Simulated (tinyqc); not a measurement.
# Changing the central-cell range lambda

Model: effective-mass impurity with a central-cell term, in a basis of Slater functions. Computed by tinyqc, a small Python program. Command: `OMP_NUM_THREADS=1 python tinyqc.py 3027772 3027773 out.jsonl centralcell sweep`. One thread of a shared host (Intel(R) Xeon(R) Processor @ 2.30GHz), about 0.01 s of CPU time with the checks.

The envelope obeys H = -nabla^2 - (2/r) [Z + A exp(-kappa r)] in effective units, with kappa = a*/lambda; positive A deepens the well near the core.

Inputs (values chosen for the exercise, with mass and screening modelled on beta-Ga2O3):
```
quantity,value,unit
effective mass m,0.29,m_0
dielectric constant eps,9.99,-
charge Z of the core,1,-
central-cell strength A,1.2,-
```

Impurity: donor, one isotropic band.

Constants: Ry = 13.605693123 eV; a_0 = 0.529177210903 angstrom.

Method:
- Units: Ry* = Ry m/eps^2 and a* = a_0 eps/m, with m in m_0.
- kappa = a*/lambda; the hydrogenic ground state is bound by Z^2 Ry*.
- For s functions exp(-zeta r), with s = zeta_i + zeta_j: S = 2/s^3, T = zeta_i zeta_j S, V = -2 Z/s^2, W = -2 A/(s + kappa)^2; each function is normalised by dividing by sqrt(S_ii S_jj).
- Large basis: zeta_i = 0.06 x 1.6^(i-1), i = 1..22, same formulas; for p functions r exp(-zeta r): S = 24/s^5, T = zeta_i zeta_j S (centrifugal term included), V = -12 Z/s^4, W = -12 A/(s + kappa)^4; overlap eigenvalues below 1e-11 are dropped.
- Binding energies are -E Ry*; the effective quantum number is nu = Z/sqrt(-E); |psi(0)|^2 is given relative to the hydrogenic Z^3/(pi a*^3).

One run for each value:
```
central-cell range lambda (angstrom),1s binding energy (meV),2s binding energy (meV),2p binding energy (meV),relative |psi(0)|^2,kappa (1/a*)
0.83,40.253,9.973,9.8838,1.3141,21.963
1.00,40.563,10.010,9.8839,1.3990,18.229
1.30,41.236,10.091,9.8842,1.5653,14.022
1.60,42.063,10.188,9.8847,1.7525,11.393
2.00,43.397,10.340,9.8860,2.0332,9.115
2.60,45.856,10.604,9.8896,2.5135,7.011
3.20,48.805,10.896,9.8959,3.0476,5.697
4.00,53.338,11.297,9.9098,3.8010,4.557
```

Over the rows, 1s binding energy (meV) rises from 40.3 to 53.3 (exponent d ln y / d ln x 0.041 between the first rows and 0.40 between the last); 2s binding energy (meV) rises from 9.97 to 11.3 (exponent d ln y / d ln x 0.020 between the first rows and 0.16 between the last); 2p binding energy (meV) rises from 9.884 to 9.910. To first order the 1s shift grows as lambda^2 while kappa = a*/lambda is large against 2 Z, and more slowly after; 2p vanishes at the core and moves far less.
